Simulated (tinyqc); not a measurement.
# Tunnelling through a gate dielectric, WKB transmission and Tsu-Esaki current: dielectrics compared at equal EOT

Electrons leave the emitter at x = 0. Energies E (motion across the layers) are in eV from the emitter Fermi level; the collector Fermi level lies at -V and offers states at every E. No charge in the dielectric and no image force: F1 = V/t1, U = phi1 - F1 x. With C = hbar^2/(2 m0), kappa = sqrt(m (U - E)/C) where U > E and 0 elsewhere; T(E) = exp(-S), S = 2 times the integral of kappa over x.

A single layer of thickness t1 = EOT eps_r/3.9 for each dielectric, at V = 1.2 V. Each layer adds (2/F) sqrt(m/C) [G(u at its left edge) - G(u at its right edge)] to S, with u = U - E (0 where negative) and G(u) = (2/3) u^1.5. J = J0 times the integral of T(E) N(E) dE, N = ln[(1 + exp(-E/Vt))/(1 + exp((-E - V)/Vt))], J0 = q^2 me m0 kB T/(2 pi^2 hbar^3) (times 1e-4 for A/cm^2 per eV), from E = -Ef to far above the barrier (T = 1 there), by quadrature converged to the digits shown.

Parameters, values chosen for the exercise:

| symbol | value | unit | meaning |
|---|---|---|---|
| T | 77 | K | temperature |
| Ef | 2.9 | eV | Fermi energy of the emitter above its band bottom |
| me | 0.51 | m0 | emitter mass in the supply function |
| EOT | 1.7 | nm | equivalent oxide thickness |

Constants: q = 1.602176634e-19 C, kB = 1.380649e-23 J/K, hbar = 1.054571817e-34 J s, m0 = 9.1093837015e-31 kg, Vt = kB T/q, hbar^2/(2 m0) = 0.0380998212 eV nm^2. Results are converted to the units shown.

Dielectrics (values chosen for the exercise, close to those of the materials named):
```
                 eps_r  phi1 (eV)  m1 (m0)
silicon dioxide   4.04       2.97     0.51
silicon nitride   7.27          2     0.49
aluminium oxide   8.71       2.64     0.41
hafnium oxide     21.4       1.52     0.21
zirconium oxide     25       1.33     0.24
```

Leakage at equal EOT:
```
                 t1 (nm)  S at E = 0  J (A/cm^2)  eps_r sqrt(m1 phi1)
silicon dioxide    1.761       19.78       1.357                4.972
silicon nitride    3.169       26.68    2.492e-4                7.197
aluminium oxide    3.797       35.45    4.685e-8                9.062
hafnium oxide      9.328       41.20   2.027e-11                12.09
zirconium oxide    10.90       45.19   1.798e-13                14.12
```

What do the numbers show?

From the lowest current to the highest: zirconium oxide, hafnium oxide, aluminium oxide, silicon nitride, silicon dioxide; the span is 12.9 decades. The figure eps_r sqrt(m1 phi1), to which S is proportional at low voltage, gives the same order.

tinyqc, about 0.05 s, one thread, Intel Xeon 2.30GHz (shared host): `OMP_NUM_THREADS=1 python tinyqc.py 2540137 2540138 out.jsonl`
